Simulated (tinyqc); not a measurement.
Sp3 tight binding, zinc-blende lattice, step by step. Computed by tinyqc, a small Python program that keeps every step. Command: `OMP_NUM_THREADS=1 python tinyqc.py 21580 21581 out.jsonl` (the two numbers bound the seeds that draw the settings). One thread of a shared host (Intel(R) Xeon(R) Processor @ 2.60GHz), about 0.01 s of CPU time with the checks.

## Bloch Hamiltonian at k

Parameters chosen for this model: zinc-blende lattice, anion at 0, cation at a/4 (1,1,1); V = eta hbar^2 / (m d^2), hbar^2/m = 7.619964 eV angstrom^2:

| parameter | value | unit |
|---|---|---|
| a | 3.640000 | angstrom |
| d | 1.576166 | angstrom |
| Es anion | -15.690000 | eV |
| Ep anion | -6.730000 | eV |
| Es cation | -15.690000 | eV |
| Ep cation | -6.730000 | eV |
| eta ss | -1.580000 |  |
| eta sp | 1.520000 |  |
| eta pp sigma | 2.260000 |  |
| eta pp pi | -0.650000 |  |
| V ss | -4.846252 | eV |
| V sp | 4.662217 | eV |
| V pp sigma | 6.931980 | eV |
| V pp pi | -1.993711 | eV |

k point k (2 pi / a): -0.050000  0.140000  0.120000

Slater-Koster rules over the four bonds with direction cosines (l, m, n): ss V_ss; s-px l V_sp; px-s -l V_sp; px-px l^2 V_pps + (1 - l^2) V_ppp; px-py l m (V_pps - V_ppp); each times exp(i k.d).

H(k) at k (eV), lower triangle (Hermitian):
```
                       a s                a px                 a py                 a pz
a s             -15.690000
a px              0.000000           -6.730000
a py              0.000000            0.000000            -6.730000
a pz              0.000000            0.000000             0.000000            -6.730000
c s   -18.525775+0.062169i  0.438752-0.809816i  -0.154481+2.300018i  -0.181015+1.962863i
c px   -0.438752+0.809816i  3.752056-0.012591i   0.200080-2.169596i   0.170751-2.542260i
c py    0.154481-2.300018i  0.200080-2.169596i   3.752056-0.012591i  -0.484962+0.895107i
c pz    0.181015-1.962863i  0.170751-2.542260i  -0.484962+0.895107i   3.752056-0.012591i

             c s       c px       c py       c pz
c s   -15.690000
c px    0.000000  -6.730000
c py    0.000000   0.000000  -6.730000
c pz    0.000000   0.000000   0.000000  -6.730000
```

## Levels at k

Diagonalise the Hermitian matrix.

eigenvalues (eV): -34.532890  -12.193658  -11.652688  -11.070819  -2.398508  -1.887135  -1.607286  3.582984

weights |c|^2 of the basis functions:
```
        band 1    band 2    band 3    band 4    band 5    band 6    band 7    band 8
a s   0.494996  0.017941  0.002639  0.000386  0.000175  0.001785  0.012724  0.469353
a px  0.000351  0.175855  0.318163  0.001121  0.001474  0.214282  0.285224  0.003531
a py  0.002684  0.142771  0.066495  0.281187  0.312525  0.092677  0.086382  0.015279
a pz  0.001968  0.163433  0.112703  0.217306  0.185826  0.191256  0.115670  0.011837
c s   0.494996  0.017941  0.002639  0.000386  0.000175  0.001785  0.012724  0.469353
c px  0.000351  0.175855  0.318163  0.001121  0.001474  0.214282  0.285224  0.003531
c py  0.002684  0.142771  0.066495  0.281187  0.312525  0.092677  0.086382  0.015279
c pz  0.001968  0.163433  0.112703  0.217306  0.185826  0.191256  0.115670  0.011837
```

## Bloch Hamiltonian at X

k point X (2 pi / a): 1  0  0

As before.

H(k) at X (eV), lower triangle (Hermitian):
```
                      a s                 a px                 a py                 a pz
a s            -15.690000
a px             0.000000            -6.730000
a py             0.000000             0.000000            -6.730000
a pz             0.000000             0.000000             0.000000            -6.730000
c s              0.000000  0.000000+10.766929i             0.000000             0.000000
c px  0.000000-10.766929i             0.000000             0.000000             0.000000
c py             0.000000             0.000000             0.000000  0.000000-11.900922i
c pz             0.000000             0.000000  0.000000-11.900922i             0.000000

             c s       c px       c py       c pz
c s   -15.690000
c px    0.000000  -6.730000
c py    0.000000   0.000000  -6.730000
c pz    0.000000   0.000000   0.000000  -6.730000
```

## Levels at X

As before.

eigenvalues (eV): -22.871782  -22.871782  -18.630922  -18.630922  0.451782  0.451782  5.170922  5.170922

## Bands along a path

The same steps at evenly spaced points between the labelled ones.

Bands along the path (eV):

| k | band 1 | band 2 | band 3 | band 4 | band 5 | band 6 | band 7 | band 8 |
|---|---|---|---|---|---|---|---|---|
| L | -28.154753 | -22.075564 | -14.643500 | -14.643500 | -0.589815 | 1.183500 | 1.183500 | 5.980133 |
| L-G 0.25 | -29.847936 | -20.087649 | -14.193901 | -14.193901 | -0.275255 | 0.733901 | 0.733901 | 5.370840 |
| L-G 0.50 | -32.464116 | -16.446955 | -12.976501 | -12.976501 | -0.483499 | -0.483499 | 0.033175 | 4.037896 |
| L-G 0.75 | -34.382575 | -12.704706 | -11.455224 | -11.455224 | -2.004776 | -2.004776 | -1.328182 | 3.575464 |
| G | -35.075007 | -10.656077 | -10.656077 | -10.656077 | -2.803923 | -2.803923 | -2.803923 | 3.695007 |
| G-X 0.25 | -34.146291 | -12.552221 | -12.552221 | -11.586885 | -2.555897 | -0.907779 | -0.907779 | 3.449073 |
| G-X 0.50 | -31.501391 | -15.591321 | -15.591321 | -14.236431 | -1.849723 | 2.131321 | 2.131321 | 2.747545 |
| G-X 0.75 | -27.542545 | -18.199426 | -17.827196 | -17.827196 | -0.793331 | 1.695302 | 4.367196 | 4.367196 |
| X | -22.871782 | -22.871782 | -18.630922 | -18.630922 | 0.451782 | 0.451782 | 5.170922 | 5.170922 |
| X-W 0.25 | -22.871782 | -22.871782 | -18.630922 | -18.630922 | 0.451782 | 0.451782 | 5.170922 | 5.170922 |
| X-W 0.50 | -22.871782 | -22.871782 | -18.630922 | -18.630922 | 0.451782 | 0.451782 | 5.170922 | 5.170922 |
| X-W 0.75 | -22.871782 | -22.871782 | -18.630922 | -18.630922 | 0.451782 | 0.451782 | 5.170922 | 5.170922 |
| W | -22.871782 | -22.871782 | -18.630922 | -18.630922 | 0.451782 | 0.451782 | 5.170922 | 5.170922 |

With 4 band(s) filled, the highest filled level on these points lies at G and the lowest empty one at G: a gap of 7.8522 eV, direct.
